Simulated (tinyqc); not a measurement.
Self-consistent Fermi level with native defects, at growth and after a quench. Inputs raised by 5 %, one at a time. Computed by tinyqc, a small Python program. Command: `OMP_NUM_THREADS=1 python tinyqc.py 3023886 3023887 out.jsonl scfermi sens`. One thread of a shared host (Intel(R) Xeon(R) Processor @ 2.30GHz), about 0.2 s of CPU time with the checks.

Energies are counted from the top of the valence band (VBM); when the gap shrinks with temperature the conduction band moves and the levels stay. The added dopant is taken as fully ionised. D and A draw on one reservoir with opposite signs, as the two vacancies of a compound do.

Inputs (values chosen for the exercise, with bands modelled on ZnSe):

| quantity | value | unit |
|---|---|---|
| gap E_g at 300 K | 2.73 | eV |
| slope -dE_g/dT above 300 K | 0.00057 | eV/K |
| electron mass m_e | 0.145 | m_0 |
| valleys M_c | 1 | - |
| hole mass m_h | 0.768 | m_0 |
| E_f of the neutral native donor D | 2.508 | eV |
| E_f of the neutral native acceptor A | 1.224 | eV |
| shift s of the chemical potential | -0.089 | eV |
| site density N_s | 1.7e+22 | cm^-3 |
| dopant density N_X | 2.6e+17 | cm^-3 |
| growth temperature T_g | 1190 | K |
| temperature of use T | 300 | K |

Added shallow dopant: acceptor.

levels of D above the VBM, most positive state first (eV): 1.69  2.1

levels of A above the VBM, (0/-1) first (eV): 0.633  0.756

Constants: m_0 = 9.1093837015e-31 kg; k_B = 1.380649e-23 J/K; h = 6.62607015e-34 J s; k_B = 8.617333262e-05 eV/K.

Method:
- E_f(D, 0) = input + s and E_f(A, 0) = input - s; E_f(q, E_F = 0) follows from the levels, eps(q/q-1) = E_f(q - 1) - E_f(q) at E_F = 0.
- E_g(T) = E_g - slope x max(0, T - 300 K).
- N_c = 2 M_c (2 pi m_e k_B T/h^2)^(3/2) and N_v = 2 (2 pi m_h k_B T/h^2)^(3/2), masses in units of m_0.
- At growth T = T_g.
- n = N_c F_1/2((E_F - E_g)/k_B T), p = N_v F_1/2(-E_F/k_B T).
- F_1/2(eta) = (2/sqrt(pi)) int_0^infinity sqrt(x)/(1 + exp(x - eta)) dx, by the trapezoid rule in t = sqrt(x) with step 0.02 up to t = 12 (for eta < -12 by exp(eta) - exp(2 eta)/2^(3/2)).
- In equilibrium c_q = N_s exp(-(E_f(q, 0) + q E_F)/k_B T).
- Net charge = p - n + sum q c_q - N_X; the log ratio is ln(positive charge/negative charge).
- E_F is the root of the log ratio, by 50 bisections between -0.5 eV and E_g + 0.5 eV.
- After a quench the totals of D and A stay as grown, and each is shared among its charge states with weights exp(-(E_f(q, 0) + q E_F)/k_B T).

Runs:

| input moved | from | to | E_F at growth (eV) | total A (cm^-3) | E_F after the quench (eV) | n after the quench (cm^-3) |
|---|---|---|---|---|---|---|
| base run | - | - | 1.017 | 2.731e+19 | 0.8211 | 1.182e-14 |
| E_f of the neutral native donor D (eV) | 2.508 | 2.6334 | 0.985 | 1.509e+19 | 0.8123 | 8.422e-15 |
| E_f of the neutral native acceptor A (eV) | 1.224 | 1.2852 | 1.033 | 2.008e+19 | 0.8252 | 1.391e-14 |
| dopant density N_X (cm^-3) | 2.6e+17 | 2.73e+17 | 1.017 | 2.730e+19 | 0.8211 | 1.182e-14 |
| growth temperature T_g (K) | 1190 | 1249.5 | 1.017 | 3.751e+19 | 0.8177 | 1.040e-14 |
| temperature of use T (K) | 300 | 315 | 1.017 | 2.731e+19 | 0.8243 | 6.616e-13 |
| electron mass m_e (m_0) | 0.145 | 0.15225 | 1.017 | 2.731e+19 | 0.8211 | 1.272e-14 |
| hole mass m_h (m_0) | 0.768 | 0.8064 | 1.017 | 2.731e+19 | 0.8210 | 1.182e-14 |

Exponents ln(y'/y) / ln(x'/x):

| input | E_F at growth | total A | E_F after the quench | n after the quench |
|---|---|---|---|---|
| E_f of the neutral native donor D | -0.651 | -12.151 | -0.220 | -6.952 |
| E_f of the neutral native acceptor A | 0.308 | -6.296 | 0.104 | 3.325 |
| dopant density N_X | 0.000 | -0.002 | 0.000 | -0.001 |
| growth temperature T_g | -0.003 | 6.505 | -0.083 | -2.625 |
| temperature of use T | 0.000 | 0.000 | 0.081 | 82.488 |
| electron mass m_e | 0.000 | 0.000 | 0.000 | 1.500 |
| hole mass m_h | 0.000 | 0.000 | 0.000 | -0.005 |

Which inputs matter most for each result?

Among the inputs moved here: E_F at growth answers most in size to E_f of the neutral native donor D (exponent -0.651), next to E_f of the neutral native acceptor A (+0.308); its exponent is below 0.0005 for dopant density N_X, temperature of use T, electron mass m_e, hole mass m_h. Total A answers most in size to E_f of the neutral native donor D (exponent -12.151), next to growth temperature T_g (+6.505); its exponent is below 0.0005 for temperature of use T, electron mass m_e, hole mass m_h. E_F after the quench answers most in size to E_f of the neutral native donor D (exponent -0.220), next to E_f of the neutral native acceptor A (+0.104); its exponent is below 0.0005 for dopant density N_X, electron mass m_e, hole mass m_h. n after the quench answers most in size to temperature of use T (exponent +82.488), next to E_f of the neutral native donor D (-6.952).

Caution (rows base run, E_f of the neutral native acceptor A, dopant density N_X, growth temperature T_g, temperature of use T, electron mass m_e, hole mass m_h): above about 2e19 cm^-3 defects interact, pair and form bands, which the dilute model leaves out. Caution (all rows): in a wide-gap host the dopant, above all an acceptor, may be only partly ionised at the temperature of use; the carrier density is then overstated.
